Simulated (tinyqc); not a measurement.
Geometry optimisation on the RHF/sto-3g surface (energies and gradients from PySCF), for BeH2, spin multiplicity 1, step by step. Computed by tinyqc, a small Python program that keeps every step (integrals from PySCF). Settings: charge = 0, multiplicity = 1, basis = sto-3g, optimiser = bfgs, first Hessian = 1.0, largest step = 0.5, iteration cap = 30. Command: `OMP_NUM_THREADS=1 python tinyqc.py 21130 21131 out.jsonl` (the two numbers bound the seeds that draw the settings). One thread of a shared host (Intel(R) Xeon(R) Processor @ 2.60GHz), about 0.8 s of CPU time with the checks.

positions at the start (bohr):
```
             x          y          z
1Be   0.041574  -0.039684   0.079368
2H    0.092597   2.520895  -0.032125
3H   -0.017008  -2.549241   0.024566
```

Stop when the largest gradient component is below 3e-5 hartree/bohr. The inverse Hessian follows the BFGS update with s = step, y = change of gradient.

Course of the optimisation:
```
step   E (hartree)  largest gradient (hartree/bohr)
1     -15.55892885                         2.62e-02
2     -15.55987195                         1.91e-02
3     -15.56119820                         9.75e-03
4     -15.56128958                         3.77e-03
5     -15.56131696                         1.72e-03
6     -15.56132241                         1.57e-03
7     -15.56134974                         1.37e-03
8     -15.56135251                         5.18e-04
9     -15.56135281                         3.55e-05
10    -15.56135281                         1.18e-06
```

Can the last value be used, and what does the course show?

Yes. Converged in 10 steps.
